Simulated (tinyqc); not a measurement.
## Threshold of a short bulk MOSFET: charge sharing, barrier lowering, narrow width: threshold roll-off against channel length

n-channel device on a p-type body, depletion approximation, full ionisation. Uniform doping N = Na. Vbi from Boltzmann statistics is rough for the degenerate source. Cox = eps0 eox/tox.

ni = sqrt(Nc Nv) exp(-Eg/(2 Vt)), Eg in volts; 2 pB = 2 Vt ln(N/ni); flat band Vfb - Vt ln(N/Na); Wd = sqrt(2 eps0 eps_r (2 pB - Vbs)/(q N)); body term q N Wd/Cox; long-channel VT0 = flat band + 2 pB + body term; Vbi = Vt ln(N Nsd/ni^2); scale length l = sqrt((eps_r/eox) tox Wd). Charge sharing (trapezoid; it ignores Vds): F = (xj/L)(sqrt(1 + 2 Wd/xj) - 1), lowering = body term times F. Barrier lowering: th = exp(-L/(2 l)) + 2 exp(-L/l), lowering = th [2 (Vbi - 2 pB) + Vds], DIBL = th. Narrow width: rise = body term times xw Wd/W. VT by each model = VT0 - lowering + rise. DIBL under 0.001 mV/V is printed as 0.

Parameters, values chosen for the exercise; band and dielectric values close to those of silicon:

| symbol | value | unit | meaning |
|---|---|---|---|
| T | 350 | K | temperature |
| Eg | 1.13 | eV | band gap |
| eps_r | 11.7 |  | relative permittivity |
| Nc | 3.52e19 | cm^-3 | conduction-band density of states at T |
| Nv | 3.39e19 | cm^-3 | valence-band density of states at T |
| eox | 7.37 |  | relative permittivity of the gate insulator (close to silicon nitride) |
| tox | 3.4 | nm | insulator thickness |
| Na | 1.7e18 | cm^-3 | channel doping |
| Nsd | 1e20 | cm^-3 | source and drain doping |
| Vfb | -0.74 | V | flat-band voltage for the doping Na |
| xj | 88 | nm | junction depth |
| Vbs | -1 | V | body-source voltage |
| Vds | 1.2 | V | drain-source voltage |
| W | 1000 | nm | gate width |
| xw | 1.5708 |  | shape factor of the fringing depletion at the width edges |

Constants: q = 1.602176634e-19 C, kB = 1.380649e-23 J/K, Vt = kB T/q, eps0 = 8.8541878128e-14 F/cm where lengths are in cm. Results are converted to the units shown.

The same in every row: N (cm^-3) = 1.700e18; VT0 (V) = 0.7547.

Threshold roll-off against channel length:
```
L (nm)	L/l	F	DIBL (mV/V)	VT, charge sharing (V)	VT, barrier lowering (V)
46	3.191	0.7065	285.0	0.4017	0.3756
66	4.579	0.4924	121.9	0.5187	0.6115
95	6.590	0.3421	39.81	0.6008	0.7302
140	9.712	0.2321	7.902	0.6609	0.7763
200	13.87	0.1625	0.9729	0.6989	0.7863
290	20.12	0.1121	0.04281	0.7265	0.7876
410	28.44	0.07926	0	0.7444	0.7877
600	41.62	0.05416	0	0.7581	0.7877
860	59.66	0.03779	0	0.7671	0.7877
```

VT by barrier lowering rises from 0.376 to 0.788 V and VT by charge sharing rises from 0.402 to 0.767 V. DIBL is under 100 mV/V from L = 95 nm on among the rows (th = 0.1 at L/l = 4.92). For L = 46 F exceeds 0.5: the shares of source and drain overlap, and the trapezoid formula no longer holds. For L = 46 DIBL exceeds 250 mV/V, where the barrier formula is rough.

Program tinyqc, `OMP_NUM_THREADS=1 python tinyqc.py 2002022 2002023 out.jsonl`; Intel Xeon 2.30GHz, shared host, one thread, about 0.01 s.
